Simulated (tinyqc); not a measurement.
Memristor with linear dopant drift, Biolek window: one step of the calculation.

A film of thickness D has a doped share x: R = Ron x + Roff (1 - x), i = v/R, dx/dt = k i F with k = mv Ron/D^2 and F = 1 - x^(2 p) for i >= 0 and 1 - (x - 1)^(2 p) for i < 0. The drive is v = V0 sin(2 pi f t). The model has no threshold and no heating.

Task. One Runge-Kutta step. Step h = 1/(16 f), from t = j h. With g(t, x) = dx/dt: k1 = g(t, x), k2 = g(t + h/2, x + h k1/2), k3 = g(t + h/2, x + h k2/2), k4 = g(t + h, x + h k3), x(new) = x + h (k1 + 2 k2 + 2 k3 + k4)/6.

Inputs (values chosen for the exercise):
- Ron = 100 ohm (resistance of the fully doped film)
- Roff = 5000 ohm (resistance of the undoped film)
- D = 10 nm (film thickness)
- mv = 4e-14 m^2/(V s) (dopant mobility)
- V0 = 1 V (amplitude)
- p = 1 (window exponent)
- f = 29 Hz (frequency)

x at step 1 = 0.48486373
j = 1

Give: k1..k4; x at step 2.

Result.

k1..k4 (1/s): [4.4619, 6.4963, 6.5048, 8.3134]
x at step 2 = 0.49879

Computed by the program tinyqc: `OMP_NUM_THREADS=1 python tinyqc.py 2880037 2880038 out.jsonl`, one thread of a shared Intel Xeon 2.30GHz, about 0.1 s for the whole run.
